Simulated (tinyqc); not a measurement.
Floating body of a partially depleted SOI transistor: body voltage and kink: one step of the calculation.

Source at 0 V. Channel current Ic = 2 nf K Vt^2 [F(0) - F(Vd)](1 + la Vd), F(V) = ln^2(1 + exp((Vg - VT - nf V)/(2 nf Vt))), VT = VT0 - gb Vb. Saturation voltage Vs = 2 Vt sqrt(F(0)) + 3 Vt, excess Ve = (Vd - Vs + sqrt((Vd - Vs)^2 + 0.0004 V^2))/2, multiplication M1 = Ai Ve exp(-Bl/Ve). Each junction passes D(v) = J1 (exp(v/Vt) - 1) + J2 (exp(v/(2 Vt)) - 1). Bipolar current Ib = bb J1 (exp(Vb/Vt) - 1). The body settles where M1 (Ic + Ib) = D(Vb) + D(Vb - Vd) + Vb/Rb; drain current Id = (1 + M1)(Ic + Ib) - D(Vb - Vd).

Problem. Drain current with floating and with grounded body. Id and VT at the converged Vb, Id at Vb = 0, their ratio, and the bipolar share Ib/(Ic + Ib).

Parameters, values chosen for the exercise; values of the order met in partially depleted silicon-on-insulator transistors: temperature T = 330 K; threshold at zero body voltage VT0 = 0.45 V; fall of the threshold per volt of body voltage gb = 0.31; slope factor nf = 1.19; gain factor per width K = 100 uA/(V^2 um); channel-length modulation factor la = 0.05 1/V; impact-ionisation prefactor Ai = 3.11 1/V; impact-ionisation voltage Bl = 7.4 V; diffusion saturation current of each junction J1 = 1e-12 uA/um; recombination saturation current of each junction J2 = 1.5e-7 uA/um; gain of the lateral bipolar transistor on the diffusion current bb = 0.5; resistance of a weak body tie to the source (1e9 stands for no tie, and the term is then dropped) Rb = 2e5 kohm um; gate voltage Vg = 0.52 V; drain voltage Vd = 1.4 V.

Constants: q = 1.602176634e-19 C, kB = 1.380649e-23 J/K, Vt = kB T/q. Results are converted to the units shown.

converged Vb = 0.61105309 V

Find: VT; Id, floating; Id, grounded; ratio; bipolar share.

Solution.

VT = 0.2606 V
Id, floating = 3.073 uA/um
Id, grounded = 0.3725 uA/um
ratio = 8.249
bipolar share = 0.03509 %

The body rises to 0.611 V and lowers the threshold by 189 mV.

Range of the model: The multiplication law is an empirical form chosen for the exercise; self-heating and capacitive coupling to the body are left out, and the linear laws are rough once Vb passes about 0.7 V or M1 about 0.1.

tinyqc, about 0.2 s, one thread, Intel Xeon 2.30GHz (shared host): `OMP_NUM_THREADS=1 python tinyqc.py 2182139 2182140 out.jsonl`
